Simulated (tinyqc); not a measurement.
# Thin-body transistor below threshold, two-dimensional Poisson equation on a small mesh: several studies

A thin body on a thick buried insulator of low permittivity, taken as carrying no normal field at the bottom of the body (row 0). Mobile charge is neglected (subthreshold), the body is fully depleted, and potentials are counted from the intrinsic level; rows run upward to the gate, columns from source to drain.

Parameters, values chosen for the exercise; semiconductor permittivity close to that of gallium nitride:

| symbol | value | unit | meaning |
|---|---|---|---|
| T | 300 | K | temperature |
| eps_r | 9.43 |  | relative permittivity of the semiconductor |
| eox | 9 |  | relative permittivity of the insulator |
| tb | 5 | nm | body thickness |
| tox | 2.5 | nm | insulator thickness |
| L | 29 | nm | channel length |
| Na | 0 | cm^-3 | acceptor density of the depleted body |
| Vbi | 0.59 | V | potential of the source |
| Vfb | 0.14 | V | gate offset |
| Vg | 0.1 | V | gate voltage |
| Vd | 1 | V | drain voltage |

Constants: q = 1.602176634e-19 C, kB = 1.380649e-23 J/K, Vt = kB T/q, eps0 = 8.8541878128e-14 F/cm where lengths are in cm. Results are converted to the units shown.

Each table varies one quantity; the others keep the values above.

## Effect of the acceptor density of the depleted body

Mesh: rows i = 0..12 in the semiconductor (step hs = tb/12, row 12 on the interface), then 8 step(s) ho = tox/8 up to the gate row 20; columns j = 0..80 (step hy = L/80). Box integration, divided by eps0: up_i = eps hy/h of the interval above row i, dn_i = that of the interval below (0 for row 0), lat_i = (sum of eps h/2 over the intervals above and below)/hy, s_i = -q Na w_i hy/eps0 with w_i the semiconductor height of the box (hs/2 for row 0 and the interface row, hs between, 0 in the insulator). Each free node obeys (up + dn + 2 lat) psi = up psi(above) + dn psi(below) + lat [psi(left) + psi(right)] + s. Fixed values: gate row Vg - Vfb; column 0 at Vbi and the last column at Vbi + Vd in the semiconductor, each running linearly to Vg - Vfb across the insulator. The system is solved directly. On row 0 the minimum of psi and its place come from a parabola through the three lowest nodes; barrier = Vbi - minimum, swing = Vt ln 10/(d psi/dVg), DIBL = (d psi/dVd)/(d psi/dVg) there. Lambda = pi/k with k the smallest positive root of tan(k tox) tan(k tb) = eox/eps_r.

Result of one run:

| Na (cm^-3) | L/Lambda | barrier (V) | place y/L | swing (mV/decade) | DIBL (mV/V) |
|---|---|---|---|---|---|
| 1e18 | 1.908 | 0.5517 | 0.4232 | 68.70 | 43.73 |

What becomes of these results when the acceptor density of the depleted body Na is changed from 1e18 to 0 cm^-3, all else the same?

Result of the changed run:

| Na (cm^-3) | L/Lambda | barrier (V) | place y/L | swing (mV/decade) | DIBL (mV/V) |
|---|---|---|---|---|---|
| 0 | 1.908 | 0.5080 | 0.4199 | 68.79 | 42.94 |

The whole series:

| Na (cm^-3) | L/Lambda | barrier (V) | place y/L | swing (mV/decade) | DIBL (mV/V) |
|---|---|---|---|---|---|
| 0 | 1.908 | 0.5080 | 0.4199 | 68.79 | 42.94 |
| 5e17 | 1.908 | 0.5299 | 0.4216 | 68.74 | 43.34 |
| 1e18 | 1.908 | 0.5517 | 0.4232 | 68.70 | 43.73 |
| 2e18 | 1.908 | 0.5954 | 0.4261 | 68.62 | 44.48 |
| 3e18 | 1.908 | 0.6391 | 0.4289 | 68.55 | 45.17 |
| 5e18 | 1.908 | 0.7266 | 0.4337 | 68.43 | 46.44 |

As Na goes from 0 to 5e18 cm^-3, the barrier rises from 0.508 to 0.727 V, the swing falls from 68.8 to 68.4 mV a decade and DIBL rises from 42.9 to 46.4 mV/V; the ideal swing is 59.5. The barrier top moves from y/L = 0.420 to 0.434, towards the middle.

## Refining the mesh

The mesh has 2 c steps in the semiconductor (rows from 0 up to the interface), c steps in the insulator and 8 c along the channel, each uniform. The system is solved directly; psi is read on row 0 at mid-channel.

Refining the mesh:

| c | unknowns | psi at mid-channel (V) | d psi/dVg |
|---|---|---|---|
| 1 | 21 | 0.1127 | 0.8648 |
| 2 | 90 | 0.1002 | 0.8759 |
| 3 | 207 | 0.09786 | 0.8780 |
| 4 | 372 | 0.09704 | 0.8787 |
| 6 | 846 | 0.09646 | 0.8792 |
| 8 | 1512 | 0.09625 | 0.8794 |
| 12 | 3420 | 0.09611 | 0.8796 |

Read the table: what changes, and by how much?

psi at mid-channel goes from 0.1127 V on the coarsest mesh to 0.09611 V on the finest, a difference of 17 mV. d psi/dVg changes by 0.011 from c = 1 to 2, by 0.0028 from 2 to 4 and by 7.0e-4 from 4 to 8, a ratio of 4.0 between the last two, near the 4 of a second-order scheme.

## Effect of the channel length

Same model as above.

Effect of the channel length:

| L (nm) | L/Lambda | barrier (V) | place y/L | swing (mV/decade) | DIBL (mV/V) |
|---|---|---|---|---|---|
| 14 | 0.9213 | 0.1123 | 0.2903 | 157.3 | 333.3 |
| 17 | 1.119 | 0.2297 | 0.3473 | 110.0 | 205.6 |
| 20 | 1.316 | 0.3286 | 0.3776 | 89.99 | 133.3 |
| 24 | 1.579 | 0.4272 | 0.4016 | 76.81 | 78.70 |
| 30 | 1.974 | 0.5199 | 0.4227 | 67.75 | 38.23 |
| 36 | 2.369 | 0.5706 | 0.4360 | 63.69 | 19.47 |
| 44 | 2.895 | 0.6040 | 0.4477 | 61.28 | 8.219 |
| 53 | 3.488 | 0.6197 | 0.4566 | 60.21 | 3.192 |

As L goes from 14 to 53 nm, the barrier rises from 0.112 to 0.620 V, the swing falls from 157 to 60.2 mV a decade and DIBL falls from 333 to 3.19 mV/V; the ideal swing is 59.5. L/Lambda goes from 0.92 to 3.5. Between the last two rows DIBL decays with a length of 9.52 nm; 2 Lambda/pi is 9.67 nm. At L = 14 nm the barrier is under 6 Vt, so mobile charge, neglected here, begins to count.

tinyqc, about 0.1 s, one thread, Intel Xeon 2.30GHz (shared host): `OMP_NUM_THREADS=1 python tinyqc.py 2480042 2480043 out.jsonl`
